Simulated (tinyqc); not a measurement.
Six-transistor SRAM cell, nodal equations and margins: course of the iteration: node voltages in a read by Newton steps.

Two cross-coupled inverters (pull-down bn, pull-up bp) hold the nodes Q and QB; access transistors (ba, threshold VTn, gate on the word line at Vdd when selected) join them to the bit lines. Transistor (EKV form, voltages against the body): I = 2 n b Vt^2 [F(vp - Vs) - F(vp - Vd)] from drain to source, F(v) = ln^2(1 + exp(v/(2 Vt))), vp = (Vg - VT + sg |Vd - Vs|)/n. n-channel bodies are at 0; for the p-channel device all voltages are counted down from Vdd. b in uA/V^2 gives I in uA. For an access transistor the bit line is the drain and the node the source. In a read both bit lines are at Vdd. The cell is symmetric (no mismatch).

F1 = In(gate QB, drain Q) - Ip(gate QB, drain Q) - Ia(bit line, Q), F2 the same with Q and QB exchanged; J by central differences with +/- 1e-6 V; solve J d = -F, limit each component to +/- 0.15 V and add.

Stop when the largest change of (Q, QB) is below 1e-9 V, or after 30 iterations. The rule counts as met only at the stable state with Q low.

Parameters, values chosen for the exercise: temperature T = 250 K; supply voltage Vdd = 0.75 V; slope factor n = 1.44; drain-induced barrier lowering sg = 0.069; n-channel threshold VTn = 0.41 V; p-channel threshold (magnitude) VTp = 0.38 V; gain factor of the pull-down transistor bn = 190 uA/V^2; gain factor of the access transistor ba = 130 uA/V^2; gain factor of the pull-up transistor bp = 100 uA/V^2.

Constants: q = 1.602176634e-19 C, kB = 1.380649e-23 J/K, Vt = kB T/q. Results are converted to the units shown.

(Q, QB) at the start (V): Q 0.000000, QB 0.750000

Course of the iteration:
```
iteration      Q (V)  largest |change| of one entry (V)
1          0.0589064                             0.0589
2          0.0677293                            8.82e-3
3          0.0679392                            2.10e-4
4          0.0679394                            1.19e-7
5          0.0679394                           3.84e-14
```

Did this iteration meet its convergence test, and what does its course show?

Yes. Converged in 5 iterations. At the end the number of correct digits about doubles with each step.

tinyqc, about 0.1 s, one thread, Intel Xeon 2.30GHz (shared host): `OMP_NUM_THREADS=1 python tinyqc.py 2340090 2340091 out.jsonl`
